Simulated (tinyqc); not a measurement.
Changing the compound yield Y_c: Berg model of reactive sputtering of a nitride or oxide: poisoning, hysteresis and pumping speed. Computed by tinyqc, a small Python program. Command: `OMP_NUM_THREADS=1 python tinyqc.py 3012224 3012225 out.jsonl berg sweep`. One thread of a shared host (Intel(R) Xeon(R) Processor @ 2.30GHz), about 0.03 s of CPU time with the checks.

A diatomic gas reacts with bare metal on the target and on the collecting surfaces; ions remove metal and compound from the target. theta_t and theta_c are the compound fractions.

Inputs (values chosen for the exercise, close to those used for aluminium oxide):
```
quantity,value,unit
ion current density J,6.7,mA/cm^2
target area A_t,150,cm^2
collecting area A_c,2900,cm^2
metal yield Y_m,0.96,-
sticking coefficient alpha,0.88,-
reactive atoms per metal atom z,1.5,-
gas mass M,32,u
pumping speed S,50,l/s
gas temperature T,300,K
reactive partial pressure P,0.042,Pa
```

Constants: e = 1.602176634e-19 C; u = 1.6605390666e-27 kg; k_B = 1.380649e-23 J/K.

Method. Ion flux j = J/e; gas flux F = P/sqrt(2 pi M k_B T). Target: (2/z) alpha F (1 - theta_t) = j Y_c theta_t. Sputtered flows F_c = j Y_c theta_t A_t, F_m = j Y_m (1 - theta_t) A_t. Collector: (2/z) alpha F (1 - theta_c) A_c + F_c (1 - theta_c) = F_m theta_c. Gas use Q = alpha F [(1 - theta_t) A_t + (1 - theta_c) A_c] + P S/(k_B T); 1 sccm = 4.4780e17 molecules/s. Rate R = F_m + F_c, given relative to j Y_m A_t. P is a single-valued function of the flow Q only if dQ/dP > 0 everywhere: S must exceed k_B T times the steepest fall of the surface terms with P.

One run for each value:
```
compound yield Y_c,critical pumping speed (l/s),rate relative to clean metal,theta_t,pressure of the steepest fall (Pa)
0.029,1848.8,0.03900,0.99093,0.0009565
0.044,1601.3,0.05890,0.98631,0.0012083
0.068,1331.5,0.09035,0.97899,0.0015551
0.100,1088.6,0.13157,0.96941,0.0019637
0.160,796.8,0.20672,0.95194,0.0026590
0.240,557.3,0.30280,0.92960,0.0035470
0.380,310.9,0.46052,0.89293,0.0052083
0.580,121.5,0.66541,0.84529,0.0084883
```

Describe and explain the trends.

Over the rows, critical pumping speed (l/s) falls from 1850 to 122 (exponent d ln y / d ln x -0.34 between the first rows and -2.2 between the last); rate relative to clean metal rises from 0.0390 to 0.665 (exponent d ln y / d ln x 0.99 between the first rows and 0.87 between the last); theta_t falls from 0.991 to 0.845 (exponent d ln y / d ln x -0.011 between the first rows and -0.13 between the last). The closer Y_c comes to Y_m, the less poisoning changes the metal supply.
